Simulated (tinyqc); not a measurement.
Comparisons within one model: band offset from the macroscopic average of a supercell potential. A value that a table varies takes the place of the one given here.

A model of the planar-averaged electrostatic energy of an electron in a periodic cell of N1 periods of A (L1 = N1 n1 h) and N2 periods of B (L2 = N2 n2 h), on z_j = j h: V(z) = f VA + (1 - f) VB + F t(z), VA = V1[0] + V1[1] cos(2 pi z/(n1 h)) + V1[2] cos(4 pi z/(n1 h)), VB the same with V2, n2 and z - L1. f = [tanh(z/w) - tanh((z - L1)/w) + tanh((z - L1 - L2)/w)]/2 + 1/2; t(z) = z - L1/2 in A and (L1/L2)(L1 + L2/2 - z) beyond, so that the cell is periodic.

Running mean over n points, periodic: for odd n the plain mean of the n points centred on j; for even n the n + 1 points with half weight at both ends. The macroscopic average applies the mean over n1 points and then over n2 points.

dEv = Ev(A) - Ev(B) = Ev1 - (dV + Ev2); dEc = Ec(B) - Ec(A) = Eg2 - Eg1 - dEv. The correction of a gap, c = Eg[1] - Eg[0], lowers the valence top by fv c and leaves dV, a ground-state quantity, as it is. Type I: dEv and dEc of one sign; II: opposite signs; III: no overlap of the gaps.

Parameters, chosen for this exercise (gaps near those of Si and Ge; not measured data):
- h = 0.35 angstrom (grid step)
- n1 = 6 (grid points per period of A)
- n2 = 5 (grid points per period of B)
- V1 = (-11.4, 2.21, -0.69) eV (mean and two harmonics of the potential in A)
- V2 = (-10.19, 4.98, 0.25) eV (the same in B)
- w = 0.47 angstrom (width of the interfaces)
- N1 = 4 (periods of A)
- N2 = 5 (periods of B)
- F = 0.027 eV/angstrom (slope in A from opposite charges on the two interfaces)
- Ev1 = 7.19 eV (valence top of bulk A above its mean potential)
- Eg1 = (0.6, 1.12) eV (gap of A: semi-local value, corrected value)
- Ev2 = 6.46 eV (valence top of bulk B above its mean potential)
- Eg2 = (0.1, 0.74) eV (gap of B: semi-local value, corrected value)

## How thick the regions must be

N1 = N2 = N, no slope (F = 0); dV is read at j = floor(N n1/2) and N n1 + floor(N n2/2). The exact value is V2[0] - V1[0].

Results:

| N | L1 (angstrom) | dV (eV) | error (meV) |
|---|---|---|---|
| 1 | 2.10 | 0.1214 | -1088.60 |
| 2 | 4.20 | 0.9847 | -225.28 |
| 3 | 6.30 | 1.2104 | 0.43 |
| 4 | 8.40 | 1.2099 | -0.14 |
| 5 | 10.50 | 1.2100 | 0.00 |
| 6 | 12.60 | 1.2100 | 0.00 |

The error is below 10 meV from N = 3 on. The two windows together span 3.85 angstrom and must fit between the interface tails, which fall as exp(-2 z/w); the errors at N = 2, 3 and 4 are -225.28, 0.43 and -0.14 meV.

## The choice of windows

dV read at j = 12 and 36 after means over the numbers of points listed; ripple is the spread over the five points around each.

Results:

| windows | dV (eV) | ripple in A (meV) | ripple in B (meV) |
|---|---|---|---|
| none | -4.257 | 2299 | 9209 |
| 6 only | 1.762 | 38 | 1188 |
| 5 only | 0.635 | 889 | 36 |
| 7 only | 2.567 | 640 | 2049 |
| 7, 6 | 1.089 | 38 | 309 |
| 6, 5 | 1.215 | 38 | 36 |

Which rows can be used, and how does a wrong window show?

The last row matches both periods and lies +5 meV from the value of a thick cell, V2[0] - V1[0] = 1.210 eV. Against it the raw potential errs by -5.47 eV. No other row is within 20 meV of it. A window one point too long leaves a ripple of 640 meV in A, against 38 meV in the last row (of which the slope F makes 38 meV): the ripple is the sign to look for. Rows to use, with under 30 meV of ripple in both regions once the tilt is taken off: 6, 5. A row with a large ripple can hit the right value only by chance.

## Where the gap correction goes

dV = B - A = 1.2145 eV

fv1 and fv2 are varied.

Offsets (eV):

| fv1 | fv2 | dEv | dEc |
|---|---|---|---|
| 0.0 | 0.0 | -0.485 | 0.105 |
| 0.5 | 0.5 | -0.425 | 0.045 |
| 1.0 | 1.0 | -0.365 | -0.015 |
| 0.0 | 1.0 | 0.155 | -0.535 |
| 1.0 | 0.0 | -1.005 | 0.625 |
| 0.3 | 0.7 | -0.193 | -0.187 |

dEv + dEc = -0.380 eV in every row, but dEv alone spans 1.16 eV, the sum of the two corrections. A scissor on the conduction bands alone (first row) keeps the semi-local dEv; with equal shares fv the shift is fv times the difference of the corrections, +0.12 eV, against their sum of 1.16 eV: most of the error cancels if the shares are alike.

Computed by tinyqc, a small Python program: `OMP_NUM_THREADS=1 python tinyqc.py 1850746 1850747 out.jsonl` (the numbers bound the seed that draws the inputs); one thread of a shared host (Intel(R) Xeon(R) Processor @ 2.30GHz), about 0.01 s for the whole set of steps.
